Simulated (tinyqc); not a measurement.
Range and order of the fit: effective mass of the heavy-hole band from tabulated energies.

c = hbar^2/2m0. A uniform scatter of up to 0.3 meV has been added to mimic numerical noise.
Constants: hbar^2/2m0 = 3.80998211 eV angstrom^2.

Energies along [110], from the band edge downward:
```
k (1/angstrom)   E (meV)
0.000000         0.00000
0.016000         1.29480
0.032000         5.81790
0.048000        12.28650
0.064000        22.09250
0.080000        34.41450
0.096000        49.23130
0.112000        67.15110
0.128000        87.11530
```

reference mass (curvature of the model at k = 0.0001 1/angstrom) = 0.703609 m0

Least-squares fits of E = a k^2 (+ b k^4 + d k^6) over points 1 to n, and the line y = c k^2/E against E; errors of m against the reference.

Results:
```
n  E at point n (meV)  one term (%)  two terms (%)  three terms (%)  line (%)  rms residual, one term (meV)
3                12.3          0.52          -7.08            14.94      3.90                         0.195
4                22.1          0.43          -0.48            -8.83      2.57                         0.169
5                34.4          0.60          -0.03            -1.76      1.91                         0.153
6                49.2          1.04          -0.32            -0.13      1.46                         0.172
7                67.2          1.10           0.44            -0.96      1.30                         0.160
8                87.1          1.44           0.13             0.33      1.11                         0.223
```

The error of the parabola goes from +0.52 to +1.44 % as the range widens, and at n = 8 its residual, 0.22 meV, is only 0.3 % of the top energy: a small residual does not vouch for the mass. Over the full range (n = 8) the best form is two terms (0.13 %); the line errs by +3.90 % at n = 3 and +1.11 % at n = 8. Many terms on few points amplify the scatter: three terms err by +14.9 % at n = 3 but by +0.3 % at n = 8.

(tinyqc, `OMP_NUM_THREADS=1 python tinyqc.py 1851258 1851259 out.jsonl`, Intel(R) Xeon(R) Processor @ 2.30GHz, 1 thread, shared host, about 0.01 s.)
